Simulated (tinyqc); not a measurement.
On-chip interconnect, size-dependent resistivity and RC delay: two metals against line width.

A rectangular line between two neighbours and two ground planes. Surface and grain-boundary scattering are added to the bulk resistivity as corrections; capacitances are parallel-plate values without fringing; inductance is ignored.

Metal width x = wd - 2 tl, height y = AR wd - tl; grain boundaries (Mayadas-Shatzkes): al = (lam/(gr x)) Rg/(1 - Rg), g = 1/[1 - 3 al/2 + 3 al^2 - 3 al^3 ln(1 + 1/al)] - 1; surfaces (Fuchs-Sondheimer, thick limit): s = (3/8) lam (1 - ps)(1/x + 1/y); rho = rho0 (1 + g + s); r = rho/(x y). The second metal has rho2, lam2 and tl2 in place of rho0, lam and tl; ps, Rg, gr and AR are shared.

Parameters, values chosen for the exercise; metal values close to those of tungsten:

| symbol | value | unit | meaning |
|---|---|---|---|
| rho0 | 5.15 | uohm cm | bulk resistivity |
| lam | 15.4 | nm | bulk mean free path |
| ps | 0.2 |  | specular share of surface scattering |
| Rg | 0.53 |  | reflection coefficient of grain boundaries |
| gr | 1 |  | grain size over the metal width |
| AR | 1.2 |  | aspect ratio, height over width |
| tl | 0.4 | nm | liner on both walls and the bottom, not conducting |
| sp | 32 | nm | space to the neighbouring lines |
| hd | 23 | nm | dielectric height to the planes above and below |
| ek | 2.5 |  | relative permittivity of the dielectric |
| Mf | 1 |  | Miller factor of the neighbours |
| rho2 | 5.19 | uohm cm | bulk resistivity of the second metal (close to molybdenum) |
| lam2 | 11.2 | nm | mean free path of the second metal |
| tl2 | 0.4 | nm | liner of the second metal |

Constants: eps0 = 8.8541878128e-12 F/m. Results are converted to the units shown.

Result of one run:
```
wd (nm)  rho, first (uohm cm)  rho, second (uohm cm)  r, first (ohm/um)  r, second (ohm/um)  ratio second/first
8                      27.886                 21.914             4209.8              3308.3             0.78586
```

What becomes of these results when the drawn line width wd is changed from 8 to 5 nm, all else the same?

Result of the changed run:
```
wd (nm)  rho, first (uohm cm)  rho, second (uohm cm)  r, first (ohm/um)  r, second (ohm/um)  ratio second/first
5                      43.761                 33.560              18606               14269             0.76690
```

The whole series:
```
wd (nm)  rho, first (uohm cm)  rho, second (uohm cm)  r, first (ohm/um)  r, second (ohm/um)  ratio second/first
5                      43.761                 33.560              18606               14269             0.76690
6.5                    33.753                 26.220             8002.2              6216.1             0.77681
8                      27.886                 21.914             4209.8              3308.3             0.78586
10                     23.019                 18.341             2156.9              1718.6             0.79679
13                     18.693                 15.164             1008.0              817.71             0.81120
17                     15.403                 12.745             475.41              393.37             0.82744
22                     13.026                 10.996             236.33              199.50             0.84416
30                     10.906                 9.4346             104.91              90.759             0.86510
45                     8.9855                 8.0188             37.928              33.847             0.89241
70                     7.6225                 7.0129             13.176              12.122             0.92003
120                    6.6001                 6.2582             3.8558              3.6561             0.94820
```

The resistivity of the first metal falls from 43.8 to 6.60 uohm cm and that of the second goes from 33.6 to 6.26 uohm cm as the line widens. The products rho0 lam, which set the size effect, are 79.3 and 58.1 uohm cm nm. The second metal has the lower resistance in every row. For widths well under the mean free path the thick-limit surface term is only a guide.

Program tinyqc, `OMP_NUM_THREADS=1 python tinyqc.py 2100172 2100173 out.jsonl`; Intel Xeon 2.30GHz, shared host, one thread, about 0.01 s.
